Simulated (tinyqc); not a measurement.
Deep level with several charge states, and Shockley-Read-Hall recombination: one step. Recombination through one level.

One level at Et with degeneracy 1: tn = 1/(sn vth Nt), tp = 1/(sp_ vth Nt), n1 = Nc exp((Et - Eg)/kT), p1 = Nv exp(-Et/kT), ni^2 = n1 p1. Equilibrium n0 = Nm, p0 = ni^2/Nm; n = n0 + dn, p = p0 + dn. U = (n p - ni^2)/(tp (n + n1) + tn (p + p1)), lifetime dn/U; emission rates en = sn vth n1, ep = sp_ vth p1.

Constants: kB = 8.617333262e-05 eV/K.

Values chosen for the exercise (gap and densities of states near those of SiC at this temperature; not measured data):
```
symbol  value     unit    meaning
Eg      3.235     eV      gap
Nc      1.83e+19  1/cm^3  conduction-band density of states
Nv      3.26e+19  1/cm^3  valence-band density of states
T       300       K
Et      1.789     eV      recombination level above Ev
Nt      9.6e+13   1/cm^3  defects
sn      1.1e-16   cm^2    electron capture cross-section
sp_     2.2e-16   cm^2    hole capture cross-section
vth     24000000  cm/s    thermal velocity, both carriers
Nm      9.6e+14   1/cm^3  equilibrium electrons for the lifetime steps
dn      1.6e+15   1/cm^3  excess pairs
```

Task: Evaluate each quantity.

Give: tn, tp; n1, p1; U; lifetime.

Result:

tn, tp (microsecond): [3.946, 1.973]

n1, p1 (1/cm^3): [9.35e-06, 2.88e-11]

U = 3.60e+20 1/(cm^3 s)
lifetime = 4.44 microsecond

The lifetime is 2.250 times the minority capture time tp and 0.75 times tn + tp, the limit of high injection.

Computed by tinyqc, a small Python program: `OMP_NUM_THREADS=1 python tinyqc.py 1651439 1651440 out.jsonl` (the numbers bound the seed that draws the inputs); one thread of a shared host (Intel(R) Xeon(R) Processor @ 2.30GHz), about 0.01 s for the whole set of steps.
